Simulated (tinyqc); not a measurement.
Contact resistivity and sheet resistance from two contact lengths.

Inverse problem. Rc = [sqrt(rc Rsh)/Wc] coth(Lc/(2 LT)), LT = sqrt(rc/Rsh), Wc = 81 nm; the second contact is twice as long as the first. Find LT, rc and Rsh.

Rc for Lc = 28 and 56 nm (ohm): 130.878686  87.3912569

Solution. With t = tanh(Lc/(2 LT)) for the shorter contact, the resistance of the longer over that of the shorter is (1 + t^2)/2. Then sqrt(rc Rsh) = Rc t Wc, and rc and Rsh follow by multiplying and dividing by LT.

LT = 21.17 nm
rc = 1.300e-9 ohm cm^2
Rsh = 290.0 ohm

Program tinyqc, `OMP_NUM_THREADS=1 python tinyqc.py 2170069 2170070 out.jsonl`; Intel Xeon 2.30GHz, shared host, one thread, about 0.03 s.
